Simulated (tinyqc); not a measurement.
Optical transitions of a finite quantum well: sweeps and comparisons. A value that a table varies takes the place of the one given here.

Each carrier sees a square well of width L with its own depth V and masses m (inside), mb (outside); c = hbar^2/2m0, k = sqrt(m E/c), kappa = sqrt(mb (V - E)/c), and level n solves k L + 2 atan[(k/m)/(kappa/mb)] = n pi. The envelope is cos(kz) for odd n and sin(kz) for even n inside, joins exp(-kappa (|z| - L/2)) outside, and is normalised to 1. Excitons and band mixing are left out.

Constants: hbar^2/2m0 = 3.80998211 eV angstrom^2; e^2/(4 pi eps0) = 14.39964547 eV angstrom; hc = 1239.841984 eV nm.

Parameters, chosen for this exercise (near those of an InGaAs well in InAlAs; not measured data):
- L = 53 angstrom (well width)
- Vc = 0.548 eV (conduction offset)
- me = 0.0414 m0 (electron, well)
- meb = 0.0768 m0 (electron, barrier)
- eps = 11 (background dielectric constant)
- Nss = (0.029, 0.072, 0.14, 0.29, 0.43, 0.58, 0.87) x 1e12/cm^2 (sheet densities)
- Eg = 0.819 eV (gap of the well)
- Vv = 0.215 eV (valence offset)
- mh = 0.383 m0 (heavy hole along z, well)
- mhb = 0.403 m0 (heavy hole, barrier)
- ml = 0.0516 m0 (light hole along z, well)
- mlb = 0.0883 m0 (light hole, barrier)
- Ls = (24, 32, 45, 57, 74, 100, 140) angstrom (widths)

## Depolarisation shift

The collective line lies at E12 sqrt(1 + a), a = 8 pi q (n1 - n2) S/(eps E12), q = e^2/(4 pi eps0), S = integral over z of (integral up to z of psi_1 psi_2)^2. Zero temperature with the mass me in both subbands: n1 - n2 = Ns until Ns reaches D E12, D = me/(2 pi c), and D E12 beyond. 1e12/cm^2 = 1e-4/angstrom^2; exchange and the static band bending by the charge are left out.

Line position:

| Ns (1e12/cm^2) | n1 - n2 | a | line (meV) | shift (meV) |
|---|---|---|---|---|
| 0.029 | 0.029 | 0.0012 | 343.87 | 0.21 |
| 0.072 | 0.072 | 0.0031 | 344.19 | 0.53 |
| 0.14 | 0.140 | 0.0060 | 344.68 | 1.02 |
| 0.29 | 0.290 | 0.0123 | 345.77 | 2.11 |
| 0.43 | 0.430 | 0.0183 | 346.79 | 3.13 |
| 0.58 | 0.580 | 0.0247 | 347.87 | 4.21 |
| 0.87 | 0.870 | 0.0370 | 349.96 | 6.30 |

S = 4.441 angstrom
E12 = 343.66 meV

What can be read from the table?

The upward shift grows from 0.21 to 6.30 meV, 1.8 % of E12 at most. For small a the shift is a E12/2, linear in Ns; in the last row that rule gives 6.36 meV. S/L = 0.0838, against 5/(9 pi^2) = 0.0563 for hard walls.

## Width of the well

Edge wavelength hc/(Eg + e1 + hh1), squared e1-hh1 overlap, lh1 - hh1, and the 1-2 intersubband energy with f_12 = (m1/c) E12 z_12^2, 1/m1 = <1|1/m|1> (dash: e2 unbound).

Results:

| L (angstrom) | edge (nm) | overlap^2 | lh1 - hh1 (meV) | E12 (meV) | f_12 |
|---|---|---|---|---|---|
| 24 | 1076.9 | 0.9400 | 72.5 | - | - |
| 32 | 1158.0 | 0.9492 | 67.8 | - | - |
| 45 | 1251.6 | 0.9597 | 56.4 | 386.0 | 0.723 |
| 57 | 1309.9 | 0.9667 | 46.8 | 319.4 | 0.963 |
| 74 | 1364.9 | 0.9739 | 36.3 | 232.3 | 0.975 |
| 100 | 1414.7 | 0.9812 | 25.7 | 151.3 | 0.969 |
| 140 | 1453.9 | 0.9877 | 16.4 | 89.5 | 0.964 |

What can be read from the table?

The edge tunes from 1077 to 1454 nm, towards hc/Eg = 1514 nm, while the overlap goes from 0.940 to 0.988. e2 binds at L = pi sqrt(c/(me Vc)) = 40.7 angstrom; f_12 starts from zero there and is 0.723 at 45 angstrom, the rest going to the continuum; among the widths listed it peaks at 0.975 (74 angstrom) and is 0.964 in the widest well, against 0.961 for hard walls.

## What each parameter does

Edge wavelength hc/(Eg + e1 + hh1), squared overlap of e1 and hh1, and the confinement energies. Each row changes one parameter from the base and keeps the others.

Results:

| case | edge (nm) | overlap^2 | e1 (meV) | hh1 (meV) |
|---|---|---|---|---|
| base | 1292.7 | 0.9646 | 118.3 | 21.8 |
| L = 48 angstrom | 1268.2 | 0.9616 | 133.3 | 25.4 |
| Eg = 0.835 eV | 1271.5 | 0.9646 | 118.3 | 21.8 |
| Vc = 0.466 eV | 1302.8 | 0.9543 | 110.9 | 21.8 |
| Vv = 0.258 eV | 1291.6 | 0.9566 | 118.3 | 22.6 |
| me = 0.0455 m0 | 1297.5 | 0.9696 | 114.8 | 21.8 |
| mh = 0.326 m0 | 1289.9 | 0.9727 | 118.3 | 23.8 |
| meb = 0.0922 m0 | 1301.6 | 0.9650 | 111.8 | 21.8 |

How do the results move?

The largest shifts from the base row, up to three for each result and ties (the steps differ in size, so this ranks the rows, not the parameters). edge (nm): L -24.5, Eg -21.2, Vc +10.0. overlap^2: Vc -0.0102, mh +0.0081, Vv -0.0080; unchanged at the printed digits by Eg. e1 (meV): L +14.9, Vc -7.4, meb -6.5; unchanged at the printed digits by Eg, Vv and mh. hh1 (meV): L +3.6, mh +2.1, Vv +0.8; unchanged at the printed digits by Eg, Vc, me and meb.

Computed by tinyqc, a small Python program: `OMP_NUM_THREADS=1 python tinyqc.py 1250307 1250308 out.jsonl` (the numbers bound the seed that draws the inputs); one thread of a shared host (Intel(R) Xeon(R) Processor @ 2.30GHz), about 0.04 s for the whole set of steps.
